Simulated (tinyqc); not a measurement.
From results back to parameters: interface roughness in a thin film (subband fluctuation and scattering). Three cases, with inputs chosen for the exercise.

Problem. The screened mobility was computed from a hidden rms height D.

Gaussian roughness spectrum S(q) = pi D^2 Lc^2 exp(-q^2 Lc^2/4). Degenerate gas, taken to fill one subband (the second starts to fill once c kF^2/md exceeds E2 - E1, which is not tested here): kF = sqrt(2 pi Ns/gv), q = 2 kF sin(theta/2), 1/tau = (md/(2 pi c hbar)) G^2 times the integral from 0 to pi of S(q)(1 - cos theta)/eps(q)^2 dtheta, eps(q) = 1 + qs/q with screening (qs = gv md q0/(c eps), q0 = e^2/(4 pi eps0), form factors left out, which overstates the screening; other scattering is left out too, so these values lie far above measured mobilities in all but the thinnest films) or 1 without; mobility = tau c2/md with c2 = e/m0 = 1.75882e15 cm^2/(V s^2); 1e12/cm^2 = 1e-4/angstrom^2.

Constants: hbar^2/2m0 = 3.80998211 eV angstrom^2; hbar = 6.58211957e-16 eV s; e^2/(4 pi eps0) = 14.39964547 eV angstrom.

Find: mobility for D = 1 angstrom; D.

Method. The mobility goes as 1/D^2, so D is the square root of the ratio. One value fixes only D^2 times a function of Lc; a second density is needed to part the two.

Case 1.

Values chosen (near those of a thin Si channel on (100), two-fold valleys; shifted at random, so the results belong to these values and not to a real crystal): md = 0.187 m0 (mass in the plane); gv = 2 (valleys); Lc = 12 angstrom (correlation length); Ns = 1.6 x 1e12/cm^2 (sheet density); eps = 7.4 (mean dielectric constant at the channel).

G = |dE1/dt| = 10.9304 meV/angstrom
mobility = 20921.3 cm^2/(V s)

Solution.

mobility for D = 1 angstrom = 1.759e+05 cm^2/(V s)
D = 2.90 angstrom

Case 2.

Values chosen (near those of a thin Si channel on (100), two-fold valleys; shifted at random, so the results belong to these values and not to a real crystal): md = 0.189 m0 (mass in the plane); gv = 2 (valleys); Lc = 24 angstrom (correlation length); Ns = 3.4 x 1e12/cm^2 (sheet density); eps = 7.8 (mean dielectric constant at the channel).

G = |dE1/dt| = 1.5377 meV/angstrom
mobility = 770506 cm^2/(V s)

Solution.

mobility for D = 1 angstrom = 1.734e+06 cm^2/(V s)
D = 1.50 angstrom

Case 3.

Values chosen (near those of a thin Si channel on (100), two-fold valleys; shifted at random, so the results belong to these values and not to a real crystal): md = 0.185 m0 (mass in the plane); gv = 2 (valleys); Lc = 8 angstrom (correlation length); Ns = 1.5 x 1e12/cm^2 (sheet density); eps = 8.1 (mean dielectric constant at the channel).

G = |dE1/dt| = 1.5077 meV/angstrom
mobility = 3.18343e+06 cm^2/(V s)

Solution.

mobility for D = 1 angstrom = 1.834e+07 cm^2/(V s)
D = 2.40 angstrom

Computed by tinyqc, one run a case: `OMP_NUM_THREADS=1 python tinyqc.py N N+1 out.jsonl` with N = 1280144, 1280177, 1280213; one thread of a shared Intel(R) Xeon(R) Processor @ 2.30GHz, about 0.02 s a run at most.
